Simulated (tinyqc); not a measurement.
Carrier lifetime of a p-type layer with SRH, radiative, Auger and surface recombination: one step of the calculation.

Uniform excess density dn = dp (no trapping), n = n0 + dn, p = p0 + dn, Boltzmann statistics, full ionisation. Surfaces enter as a rate 2 S dn/d, which holds while diffusion to them is fast.

Problem. Equilibrium densities and SRH constants. ni = sqrt(Nc Nv) exp(-Eg/(2 Vt)), Eg in volts; majority density N/2 + sqrt(N^2/4 + ni^2), n0 p0 = ni^2; n1 = Nc exp(-Et/Vt), p1 = Nv exp((Et - Eg)/Vt); tn0 = 1/(sn vth Nt), tp0 = 1/(sp vth Nt).

Inputs (values chosen for the exercise); band and dielectric values close to those of In0.53Ga0.47As:
- T = 250 K (temperature)
- Eg = 0.729 eV (band gap)
- Nc = 1.57e17 cm^-3 (conduction-band density of states at T)
- Nv = 5.79e18 cm^-3 (valence-band density of states at T)
- N = 2.7e15 cm^-3 (acceptor density)
- Nt = 4.5e10 cm^-3 (trap density)
- sn = 1e-15 cm^2 (capture cross-section for electrons)
- sp = 6e-14 cm^2 (capture cross-section for holes)
- vth = 1.4e7 cm/s (thermal velocity (both carriers))
- Et = 0.56 eV (trap level below the conduction band)

Constants: q = 1.602176634e-19 C, kB = 1.380649e-23 J/K, Vt = kB T/q. Results are converted to the units shown.

Find: ni; n0; p0; n1; p1; tn0; tp0.

Solution.

ni = 4.2785e10 cm^-3
n0 = 6.7799e5 cm^-3
p0 = 2.7000e15 cm^-3
n1 = 8.0686e5 cm^-3
p1 = 2.2688e15 cm^-3
tn0 = 0.0015873 s
tp0 = 2.6455e-5 s

Program tinyqc, `OMP_NUM_THREADS=1 python tinyqc.py 2300068 2300069 out.jsonl`; Intel Xeon 2.30GHz, shared host, one thread, about 0.01 s.
